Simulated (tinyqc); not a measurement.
Effective mass of the heavy-hole band from tabulated energies: one step. Finite differences. Two cases, with inputs chosen for the exercise.

Problem. The band is even in k. m = c k^2/E(k) from the points 1, 2, 4 (k = 0 is point 0); Richardson from points 1 and 2: c/m = [16 E(k1) - E(k2)]/(12 k1^2).

c = hbar^2/2m0. A uniform scatter of up to 0.1 meV has been added to mimic numerical noise.
Constants: hbar^2/2m0 = 3.80998211 eV angstrom^2.

Give: m from points 1, 2, 4; m by Richardson.

Case 1.

Energies along [110], from the band edge downward:
```
k (1/angstrom)    E (meV)
0.0000000        0.000000
0.0093000        0.407700
0.0186000        2.004300
0.0279000        4.440800
0.0372000        7.844100
0.0465000       12.103400
0.0558000       17.090100
0.0651000       22.892600
0.0744000       29.061200
```

reference mass (curvature of the model at k = 0.0001 1/angstrom) = 0.6507525 m0

Solution.

m from points 1, 2, 4 (m0): [0.80825, 0.65764, 0.67215]

m by Richardson = 0.87506 m0

Errors against the reference: +24.20, +1.06 and +3.29 % and +34.47 %. The extrapolation does not help: a scatter of 0.1 meV is 25 % of the first energy, and the formula weights that point by 4/3.

Case 2.

Energies along [110], from the band edge downward:
```
k (1/angstrom)    E (meV)
0.0000000        0.000000
0.0100000        0.510100
0.0200000        1.599400
0.0300000        3.695200
0.0400000        6.243000
0.0500000        9.567900
0.0600000       13.460500
0.0700000       17.800200
0.0800000       22.350000
```

reference mass (curvature of the model at k = 0.0001 1/angstrom) = 0.9205252 m0

Solution.

m from points 1, 2, 4 (m0): [0.74691, 0.95285, 0.97645]

m by Richardson = 0.69671 m0

Errors against the reference: -18.86, +3.51 and +6.08 % and -24.31 %. The extrapolation does not help: a scatter of 0.1 meV is 20 % of the first energy, and the formula weights that point by 4/3.

Computed by tinyqc, one run a case: `OMP_NUM_THREADS=1 python tinyqc.py N N+1 out.jsonl` with N = 1880672, 1880846; one thread of a shared Intel(R) Xeon(R) Processor @ 2.30GHz, about 0.01 s a run at most.
